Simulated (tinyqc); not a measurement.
# Two-sublattice mean-field magnet: ferrimagnet, compensation points and susceptibility, step by step

A worked calculation. Computed by tinyqc, a small Python program that keeps every step. Command: `OMP_NUM_THREADS=1 python tinyqc.py 3006241 3006242 out.jsonl ferri walk`. One thread of a shared host (Intel(R) Xeon(R) Processor @ 2.30GHz), about 0.01 s of CPU time with the checks. Intermediate numbers are printed to about 5 digits and carried at full precision; extremes and crossings named in words are read from the listed rows.

A random alloy A(1-x)B(x) with H = -sum over pairs J S_i.S_j. a = <S_A> and b = <S_B> are taken along z, a > 0. Exchange fields: h_A = (1 - x) zJ_AA a + x zJ_AB b, h_B = (1 - x) zJ_AB a + x zJ_BB b; a = S_A B_(S_A)(S_A h_A/(k_B T)) and likewise for b, with the Brillouin function B_S(y) = [(2S + 1)/(2S)] coth[(2S + 1) y/(2S)] - [1/(2S)] coth[y/(2S)].

Inputs (values chosen for the exercise, for a model ferrimagnet):
```
quantity                 value  unit
spin S_A                   2.5     -
spin S_B                   1.5     -
g factor g_A                 2     -
g factor g_B                 2     -
fraction x of B sites     0.43     -
z J_AA                      30   meV
z J_BB                     2.7   meV
z J_AB                    -2.8   meV
T over T_c                0.17     -
largest number of steps   3000     -
```

Constants: k_B = 8.617333262e-05 eV/K.

## Ordering temperature

Linearised, T (a, b) = M (a, b) with M_ij = S_i (S_i + 1) c_j zJ_ij/(3 k_B), c_A = 1 - x, c_B = x. T_c is the larger eigenvalue, and its eigenvector gives b/a at onset, (T_c - M_AA)/M_AB.

M (K):
```
        A       B
A  578.78  -40.75
B  -23.15   16.84
```

eigenvalues (K): 15.17  580.45

T_c = 580.45 K

b/a at onset = -0.041076

T = 98.676 K

The antiferromagnetic A-B coupling raises T_c by 2 K over that of A alone.

## First step

Start from a = S_A, b = -S_B and apply the equations once.

h_A = 44.556 meV

h_B = -5.7315 meV

new a = 2.4947

new b = -0.75003

## Self-consistent moments

Repeat from a = S_A, b = -S_B until a and b change by less than 1e-10.

Iteration:
```
step       a        b  largest change
1     2.5000  -1.5000      7.4997e-01
2     2.4947  -0.7500      9.5296e-02
3     2.4940  -0.6547      1.2742e-02
4     2.4939  -0.6420      1.7147e-03
5     2.4939  -0.6403      2.3094e-04
6     2.4939  -0.6400      3.1107e-05
7     2.4939  -0.6400      4.1902e-06
8     2.4939  -0.6400      5.6443e-07
9     2.4939  -0.6400      7.6030e-08
10    2.4939  -0.6400      1.0241e-08
11    2.4939  -0.6400      1.3795e-09
12    2.4939  -0.6400      1.8583e-10
13    2.4939  -0.6400      2.5031e-11
```

a = 2.4939

b = -0.64001

last change = 2.5031e-11

a is at 100 % and b at 43 % of saturation: the B spins feel the weaker field per spin and lose their order faster.

## Net moment and spin

Net moment m = (1 - x) g_A a + x g_B b in mu_B per site; net spin s = (1 - x) a + x b. At T = 0, a = S_A and b = -S_B. Effective g = m/s.

net moment m = 2.2926 mu_B

net spin s = 1.1463

m at T = 0 = 1.56 mu_B

effective g = 2

A dominates at T, as at T = 0.

## Compensation temperatures

Net moment m = (1 - x) g_A a + x g_B b in mu_B per site; net spin s = (1 - x) a + x b. T_M: m = 0; T_A: s = 0; searched between 0.02 and 0.97 T_c, and given as 0 if there is no change of sign.

magnetic compensation T_M = 0 K

angular-momentum compensation T_A = 0 K

No compensation in this range.

## Moments against temperature

The formulas are those given above.

Sublattices:
```
T/T_c   T (K)    a/S_A   -b/S_B  m (mu_B)
0.05    29.02  1.00000  0.92060    1.6624
0.15    87.07  0.99879  0.48153    2.2254
0.30   174.13  0.97420  0.23304    2.4758
0.45   261.20  0.91608  0.14335    2.4259
0.60   348.27  0.82472  0.09564    2.2271
0.72   417.92  0.71925  0.06905    1.9608
0.84   487.58  0.56584  0.04634    1.5529
0.92   534.01  0.41051  0.03061    1.1305
0.97   563.04  0.25534  0.01804    0.7045
```

At 0.45 T_c A keeps 0.92 and B 0.14 of saturation. |m| first rises, to 2.476 at 0.3 T_c, because the minority sublattice falls faster (type P).

## Susceptibility above T_c

With a field B, T (a, b) = M (a, b) + (mu_B B/(3 k_B)) (g_A S_A (S_A + 1), g_B S_B (S_B + 1)). chi = m/B per site; C = mu_B [(1 - x) g_A^2 S_A (S_A + 1) + x g_B^2 S_B (S_B + 1)]/(3 k_B); the table gives C/chi, which tends to T - theta.

Inverse susceptibility:
```
T (K)    C/chi (K)  T - C/chi (K)
592.1   1.6274e+01         575.78
638.5   7.9003e+01         559.49
725.6   1.8914e+02         536.42
870.7   3.5976e+02         510.91
1160.9  6.7835e+02         482.54
1741.3  1.2839e+03         457.46
2902.2  2.4629e+03         439.39
5804.5  5.3776e+03         426.85
```

T - C/chi sinks from 576 K just above T_c to 427 K at 10 T_c, on its way to the asymptotic theta. The curve of 1/chi is a hyperbola that bends down to zero at T_c = 580 K, so a Curie-Weiss line fitted at high T misses T_c.

Checks made by the program: the fixed point (relative difference below 1e-10).
